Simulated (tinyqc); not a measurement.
Free and trapped electrons in a MOS channel with a dense trap tail: effect of the decay energy of the tail.

p-type body, charge-sheet picture, full ionisation (an idealisation for deep acceptors), Boltzmann statistics for free electrons. e = Ec - EF at the surface. Acceptor-like traps of density D(E) = D0 + De exp(-E/Ew) at depth E below Ec, from 0 to Eu, hold n_t = integral of D(E)/(1 + exp((e - E)/Vt)). psi = Eg - Vt ln(Nv/Na) - e; N_dep = sqrt(2 eps0 eps_r Na (psi - Vt)/q); n_f = sqrt(N_dep^2 + 2 eps0 eps_r Vt Nc exp(-e/Vt)/q) - N_dep; Vg = Vfb + psi + q (N_dep + n_t + n_f)/Cox, Cox = eps0 eox/tox.

VT is the Vg for n_f = 1e11 cm^-2; swing ln 10 n_f/(dn_f/dVg) at n_f = 1e8 cm^-2; the last three columns are for Vg = VT + 2.3 V, with free share n_f/(n_f + n_t) and field-effect mobility mf q (dn_f/dVg)/Cox; there EF is near the band edge, where Boltzmann statistics are rough.

Parameters, values chosen for the exercise; band and dielectric values close to those of 4H silicon carbide: temperature T = 300 K; band gap Eg = 3.21 eV; relative permittivity eps_r = 9.56; conduction-band density of states at T Nc = 1.73e19 cm^-3; valence-band density of states at T Nv = 2.49e19 cm^-3; relative permittivity of the insulator eox = 3.9; insulator thickness tox = 29 nm; acceptor density Na = 2.8e16 cm^-3; flat-band voltage without trapped charge Vfb = -2.31 V; constant background density of acceptor-like traps D0 = 1.2e10 cm^-2 eV^-1; density of the tail at the conduction edge De = 4.5e13 cm^-2 eV^-1; depth below Ec down to which the traps reach Eu = 0.94 eV; mobility of free electrons mf = 190 cm^2/(V s).

Constants: q = 1.602176634e-19 C, kB = 1.380649e-23 J/K, Vt = kB T/q, eps0 = 8.8541878128e-14 F/cm where lengths are in cm. Results are converted to the units shown.

Results:

| Ew (eV) | e at VT (eV) | VT (V) | q n_t/Cox at VT (V) | swing (mV/decade) | n_f (cm^-2) | free share (%) | field-effect mobility (cm^2/(V s)) |
|---|---|---|---|---|---|---|---|
| 0.03 | 0.08227 | 2.328 | 0.2992 | 76.92 | 1.091e12 | 55.48 | 138.7 |
| 0.05 | 0.08227 | 2.860 | 0.8313 | 104.6 | 8.559e11 | 36.12 | 116.0 |
| 0.07 | 0.08227 | 3.597 | 1.568 | 181.1 | 7.202e11 | 24.64 | 100.3 |
| 0.09 | 0.08227 | 4.465 | 2.436 | 298.1 | 6.364e11 | 17.82 | 89.45 |
| 0.11 | 0.08227 | 5.416 | 3.388 | 437.7 | 5.810e11 | 13.57 | 81.71 |
| 0.13 | 0.08227 | 6.423 | 4.394 | 585.6 | 5.421e11 | 10.78 | 76.00 |
| 0.17 | 0.08227 | 8.519 | 6.490 | 875.1 | 4.919e11 | 7.463 | 68.25 |

Estimate the missing row, Ew = 0.15 eV.

Computed row:

| Ew (eV) | e at VT (eV) | VT (V) | q n_t/Cox at VT (V) | swing (mV/decade) | n_f (cm^-2) | free share (%) | field-effect mobility (cm^2/(V s)) |
|---|---|---|---|---|---|---|---|
| 0.15 | 0.08227 | 7.462 | 5.433 | 733.0 | 5.136e11 | 8.849 | 71.65 |

With this row back in the table: As Ew goes from 0.03 to 0.17, VT rises from 2.33 to 8.52 V, its part due to traps rises from 0.299 to 6.49 V, the swing rises from 76.9 to 875 mV/decade and the field-effect mobility falls from 139 to 68.3 cm^2/(V s).

Numbers from tinyqc (`OMP_NUM_THREADS=1 python tinyqc.py 2222127 2222128 out.jsonl`; about 0.02 s on one thread of a shared Intel Xeon 2.30GHz).
